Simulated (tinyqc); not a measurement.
From results back to parameters: Franz-Keldysh effect at a direct gap. Three cases, with inputs chosen for the exercise.

Problem. In modulation spectra the extrema of the oscillations lie at E_n = Eg + th (3 pi (n - 1/2)/4)^(2/3) (the phase constant is taken as pi/2 here), with th = (c (e Fd)^2/mr)^(1/3), mr = me mhh/(me + mhh), c = hbar^2/2m0; 1 kV/cm = 1e-5 V/angstrom. Extrema n = 2 and n = 5 are given; Eg and the field are hidden.

Constants: hbar^2/2m0 = 3.80998211 eV angstrom^2.

Case 1.

Values chosen (out of a larger set: near those of InGaAs; not measured data): me = 0.0403 m0 (electron mass); mhh = 0.447 m0 (heavy-hole mass).

E_2 = 0.81294 eV
E_5 = 0.90469 eV

Case 2.

Values chosen (out of a larger set: near those of GaAs; not measured data): me = 0.0653 m0 (electron mass); mhh = 0.484 m0 (heavy-hole mass).

E_2 = 1.55115 eV
E_5 = 1.64636 eV

Case 3.

Values chosen (out of a larger set: near those of GaAs; not measured data): me = 0.0692 m0 (electron mass); mhh = 0.494 m0 (heavy-hole mass).

E_2 = 1.58246 eV
E_5 = 1.73524 eV

Find: th; Eg; Fd.

Solution. E_n is linear in (3 pi (n - 1/2)/4)^(2/3): the slope is th and the intercept Eg; then e Fd = sqrt(th^3 mr/c).

Case 1.

th = 36.61 meV
Eg = 0.728 eV
Fd = 69 kV/cm

Case 2.

th = 37.99 meV
Eg = 1.463 eV
Fd = 91 kV/cm

Case 3.

th = 60.97 meV
Eg = 1.441 eV
Fd = 1.9e+02 kV/cm

Computed by tinyqc, one run a case: `OMP_NUM_THREADS=1 python tinyqc.py N N+1 out.jsonl` with N = 1681335, 1681360, 1681393; one thread of a shared Intel(R) Xeon(R) Processor @ 2.30GHz, about 0.01 s a run at most.
